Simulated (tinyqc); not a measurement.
RKS/LDA (VWN5) in the cc-pvdz basis, for He, spin multiplicity 1, step by step. One step of it, computed by the program tinyqc.

Problem. Iteration 2: building the Kohn-Sham matrix. J_ij = sum D_kl (ij|kl); F = H + J + V_xc; E = tr D H + tr D J / 2 + E_xc + E_nn.

D after iteration 1:
```
           1He 1s    1He 2s   1He 2px   1He 2py   1He 2pz
1He 1s   0.641904  0.580771  0.000000  0.000000  0.000000
1He 2s   0.580771  0.621483  0.000000  0.000000  0.000000
1He 2px  0.000000  0.000000  0.000000  0.000000  0.000000
1He 2py  0.000000  0.000000  0.000000  0.000000  0.000000
1He 2pz  0.000000  0.000000  0.000000  0.000000  0.000000
```

core Hamiltonian H = T + V (hartree):
```
            1He 1s     1He 2s   1He 2px   1He 2py   1He 2pz
1He 1s   -1.880253  -1.545789  0.000000  0.000000  0.000000
1He 2s   -1.545789  -1.294671  0.000000  0.000000  0.000000
1He 2px   0.000000   0.000000  0.784997  0.000000  0.000000
1He 2py   0.000000   0.000000  0.000000  0.784997  0.000000
1He 2pz   0.000000   0.000000  0.000000  0.000000  0.784997
```

Two-electron integrals (ij|kl) in chemists' order, unique and non-zero (hartree):
```
(11|11) 1.543036   (21|11) 0.784979   (21|21) 0.426774   (22|11) 0.803460
(22|21) 0.475908   (22|22) 0.615562   (31|31) 0.177307   (32|31) 0.142524
(32|32) 0.130008   (33|11) 1.099799   (33|21) 0.627782   (33|22) 0.734404
(33|33) 1.040531   (41|41) 0.177307   (42|41) 0.142524   (42|42) 0.130008
(43|43) 0.063706   (44|11) 1.099799   (44|21) 0.627782   (44|22) 0.734404
(44|33) 0.913119   (44|44) 1.040531   (51|51) 0.177307   (52|51) 0.142524
(52|52) 0.130008   (53|53) 0.063706   (54|54) 0.063706   (55|11) 1.099799
(55|21) 0.627782   (55|22) 0.734404   (55|33) 0.913119   (55|44) 0.913119
(55|55) 1.040531
```

nuclear repulsion = 0 hartree

V_xc (hartree):
```
            1He 1s     1He 2s    1He 2px    1He 2py    1He 2pz
1He 1s   -0.824958  -0.414162   0.000000   0.000000   0.000000
1He 2s   -0.414162  -0.397617   0.000000   0.000000   0.000000
1He 2px   0.000000   0.000000  -0.575383   0.000000   0.000000
1He 2py   0.000000   0.000000   0.000000  -0.575383   0.000000
1He 2pz   0.000000   0.000000   0.000000   0.000000  -0.575383
```

E_xc = sum of w rho eps_xc = -0.95992711 hartree

Give: Coulomb J; Kohn-Sham matrix F; total energy of this density.

Solution.

Coulomb J (hartree):
```
         1He 1s  1He 2s  1He 2px  1He 2py  1He 2pz
1He 1s    2.402   1.295    0.000    0.000    0.000
1He 2s    1.295   1.451    0.000    0.000    0.000
1He 2px   0.000   0.000    1.892    0.000    0.000
1He 2py   0.000   0.000    0.000    1.892    0.000
1He 2pz   0.000   0.000    0.000    0.000    1.892
```

Kohn-Sham matrix F (hartree):
```
         1He 1s  1He 2s  1He 2px  1He 2py  1He 2pz
1He 1s   -0.304  -0.665    0.000    0.000    0.000
1He 2s   -0.665  -0.241    0.000    0.000    0.000
1He 2px   0.000   0.000    2.101    0.000    0.000
1He 2py   0.000   0.000    0.000    2.101    0.000
1He 2pz   0.000   0.000    0.000    0.000    2.101
```

total energy of this density = -2.79296 hartree

This density is a damped mixture and is not idempotent.
